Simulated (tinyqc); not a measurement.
From results back to parameters: Peierls distortion of a half-filled chain. Three cases, with inputs chosen for the exercise.

Problem. The gap 2D and the difference 4 u0 between long and short bonds are given; al and K are hidden. Equilibrium: 1 = (4 al^2/K) mean(sin^2 x/|E|).

Atoms move by +/- u, so bonds change by -/+ 2u and hoppings are t +/- 2 al u. Bands E = -/+ sqrt((2 t cos x)^2 + D^2 sin^2 x) with D = 4 al u, x = k a in (0, pi/2); the gap is 2D. Energy per atom at zero temperature: E(u) = -mean_x sqrt(...) + 2 K u^2; exactly, the mean is (4t/pi) E(1 - z^2), z = D/2t, E the complete elliptic integral of the second kind with parameter m. Coupling lambda = 2 al^2/(pi t K).

Find: al; mean(sin^2 x/|E|); K.

Method. gap = 8 al u0 = 2 al (4 u0) gives al; the mean follows from t and D, equal to (K(m) - E(m))/(pi t m) with m = 1 - z^2; then K = 4 al^2 mean.

Case 1.

Values chosen: t = 2.52 eV (hopping of the even chain).
gap = 0.61935 eV
4 u0 = 0.052487 angstrom

Solution.

al = 5.90 eV/angstrom
mean(sin^2 x/|E|) = 0.4022 1/eV
K = 56.0 eV/angstrom^2

Case 2.

Values chosen: t = 2 eV (hopping of the even chain).
gap = 0.57105 eV
4 u0 = 0.060750 angstrom

Solution.

al = 4.70 eV/angstrom
mean(sin^2 x/|E|) = 0.4833 1/eV
K = 42.7 eV/angstrom^2

Case 3.

Values chosen: t = 2.5 eV (hopping of the even chain).
gap = 0.81218 eV
4 u0 = 0.094440 angstrom

Solution.

al = 4.30 eV/angstrom
mean(sin^2 x/|E|) = 0.3705 1/eV
K = 27.4 eV/angstrom^2

Computed by tinyqc, one run a case: `OMP_NUM_THREADS=1 python tinyqc.py N N+1 out.jsonl` with N = 1652522, 1652560, 1652665; one thread of a shared Intel(R) Xeon(R) Processor @ 2.30GHz, about 0.1 s a run at most.
